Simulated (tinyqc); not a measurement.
# Joule-heated wire on a substrate, fin equation: effects of single changes

A wire of length L loses heat along itself to two contacts and sideways to the substrate: kap A theta'' - g theta + p = 0 with theta = T - T0 and p = p0. The ends are held at T0. Constant conductivity, diffusive heat flow.

Values chosen for this exercise:

| symbol | value | unit | meaning |
|---|---|---|---|
| kap | 130 | W/(m K) | conductivity along the wire |
| A | 430 | nm^2 | cross-section |
| g | 0.15 | W/(m K) | conductance per length to the substrate |
| L | 4800 | nm | length between the contacts |
| Rc | 0 | K/uW | thermal resistance of each contact |
| p0 | 0.036 | uW/nm | heating per length |

Each table varies one quantity; the others keep the values above.

## Effect of the conductance per length to the substrate

The equation is solved on 800 equal steps and the peak is the largest node value. LH = sqrt(kap A/g); the share is the integral of g theta over that of p.

Result of one run:
```
g (W/(m K))  LH (nm)   L/LH  peak theta (K)  peak/(p0/g)  share to the substrate (%)
0.15           610.5  7.863           230.6       0.9608                       74.58
```

What becomes of these results when the conductance per length to the substrate g is changed from 0.15 to 0.015 W/(m K), all else the same?

Result of the changed run:
```
g (W/(m K))  LH (nm)   L/LH  peak theta (K)  peak/(p0/g)  share to the substrate (%)
0.015           1930  2.486            1122       0.4674                       31.92
```

The whole series:
```
g (W/(m K))  LH (nm)   L/LH  peak theta (K)  peak/(p0/g)  share to the substrate (%)
0.015           1930  2.486            1122       0.4674                       31.92
0.032           1322  3.632           768.4       0.6830                       47.77
0.07           893.6  5.371           444.5       0.8643                       63.11
0.15           610.5  7.863           230.6       0.9608                       74.58
0.32           418.0  11.48           111.8       0.9936                       82.59
0.7            282.6  16.99           51.41       0.9996                       88.22
1.5            193.0  24.86           24.00        1.000                       91.96
```

As g goes from 0.015 to 1.5 W/(m K), the peak theta falls from 1120 to 24.0 K and the share of heat to the substrate rises from 31.9 to 92.0 %; L/LH goes from 2.5 to 25. Where L/LH is smallest the peak reaches 0.47 of p0/g, where it is largest 1.0: contacts cool the wire only within a few healing lengths. For g = 0.015 to 0.15 W/(m K) the rise passes 200 K, so constant kap and g are doubtful.

## Effect of the length between the contacts

Same model as above.

The same in every row: LH (nm) = 610.5.

Results:
```
L (nm)    L/LH  peak theta (K)  peak/(p0/g)  share to the substrate (%)
310     0.5078           7.534      0.03139                       2.095
790      1.294           42.75       0.1781                       11.96
1300     2.130           92.08       0.3837                       26.04
2000     3.276           150.1       0.6254                       43.40
3300     5.406           208.0       0.8666                       63.33
5300     8.682           233.7       0.9740                       76.97
8500     13.92           239.5       0.9981                       85.64
```

Estimate the missing row, L = 490 nm.

Computed row:
```
L (nm)    L/LH  peak theta (K)  peak/(p0/g)  share to the substrate (%)
490     0.8027           18.11      0.07546                       5.044
```

With this row back in the table: As L goes from 310 to 8500 nm, the peak theta rises from 7.53 to 240 K and the share of heat to the substrate rises from 2.09 to 85.6 %; L/LH goes from 0.51 to 14. Where L/LH is smallest the peak reaches 0.031 of p0/g, where it is largest 1.0: contacts cool the wire only within a few healing lengths. For L = 3300 to 8500 nm the rise passes 200 K, so constant kap and g are doubtful.

## Effect of the cross-section

Same model as above.

Effect of the cross-section:
```
A (nm^2)  LH (nm)   L/LH  peak theta (K)  peak/(p0/g)  share to the substrate (%)
54          216.3  22.19           240.0        1.000                       90.99
110         308.8  15.55           239.8       0.9992                       87.13
220         436.7  10.99           238.0       0.9918                       81.81
430         610.5  7.863           230.6       0.9608                       74.58
860         863.3  5.560           210.3       0.8764                       64.30
1700         1214  3.954           174.8       0.7283                       51.33
3400         1717  2.796           128.2       0.5343                       36.70
```

What does the comparison show?

As A goes from 54 to 3400 nm^2, the peak theta falls from 240 to 128 K and the share of heat to the substrate falls from 91.0 to 36.7 %; L/LH goes from 22 to 2.8. Where L/LH is smallest the peak reaches 0.53 of p0/g, where it is largest 1.0: contacts cool the wire only within a few healing lengths. For A = 54 to 860 nm^2 the rise passes 200 K, so constant kap and g are doubtful.

Program tinyqc, `OMP_NUM_THREADS=1 python tinyqc.py 2520107 2520108 out.jsonl`; Intel Xeon 2.30GHz, shared host, one thread, about 0.01 s.
